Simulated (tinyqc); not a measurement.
# Double-gate transistor below threshold, two-dimensional Poisson equation on a small mesh: refining the mesh

Half of a symmetric double-gate structure: row 0 is the mid-plane of the body, where the normal field vanishes. Mobile charge is neglected (subthreshold), the body is fully depleted, and potentials are counted from the intrinsic level; rows run upward to the gate, columns from source to drain.

The mesh has 2 c steps in the semiconductor (rows from 0 up to the interface), c steps in the insulator and 8 c along the channel, each uniform. Box integration, divided by eps0: up_i = eps hy/h of the interval above row i, dn_i = that of the interval below (0 for row 0), lat_i = (sum of eps h/2 over the intervals above and below)/hy, s_i = -q Na w_i hy/eps0 with w_i the semiconductor height of the box (hs/2 for row 0 and the interface row, hs between, 0 in the insulator). Each free node obeys (up + dn + 2 lat) psi = up psi(above) + dn psi(below) + lat [psi(left) + psi(right)] + s. Fixed values: gate row Vg - Vfb; column 0 at Vbi and the last column at Vbi + Vd in the semiconductor, each running linearly to Vg - Vfb across the insulator. The system is solved directly; psi is read on row 0 at mid-channel.

Parameters, values chosen for the exercise; semiconductor permittivity close to that of silicon:
```
symbol,value,unit,meaning
eps_r,11.8,,relative permittivity of the semiconductor
eox,22,,relative permittivity of the insulator
tb,6,nm,half the body thickness
tox,3.7,nm,insulator thickness
L,42,nm,channel length
Na,0,cm^-3,acceptor density of the depleted body
Vbi,0.6,V,potential of the source
Vfb,0.12,V,gate offset
Vg,0,V,gate voltage
Vd,0.5,V,drain voltage
```

Constants: q = 1.602176634e-19 C, eps0 = 8.8541878128e-14 F/cm where lengths are in cm. Results are converted to the units shown.

Refining the mesh:

| c | unknowns | psi at mid-channel (V) | d psi/dVg |
|---|---|---|---|
| 1 | 21 | -0.06014 | 0.9383 |
| 2 | 90 | -0.07034 | 0.9488 |
| 3 | 207 | -0.07219 | 0.9507 |
| 4 | 372 | -0.07284 | 0.9514 |
| 6 | 846 | -0.07330 | 0.9519 |
| 8 | 1512 | -0.07346 | 0.9520 |
| 12 | 3420 | -0.07357 | 0.9521 |

psi at mid-channel goes from -0.06014 V on the coarsest mesh to -0.07357 V on the finest, a difference of 13 mV. d psi/dVg changes by 0.011 from c = 1 to 2, by 0.0026 from 2 to 4 and by 6.4e-4 from 4 to 8, a ratio of 4.0 between the last two, near the 4 of a second-order scheme.

tinyqc, about 0.1 s, one thread, Intel Xeon 2.30GHz (shared host): `OMP_NUM_THREADS=1 python tinyqc.py 2480070 2480071 out.jsonl`
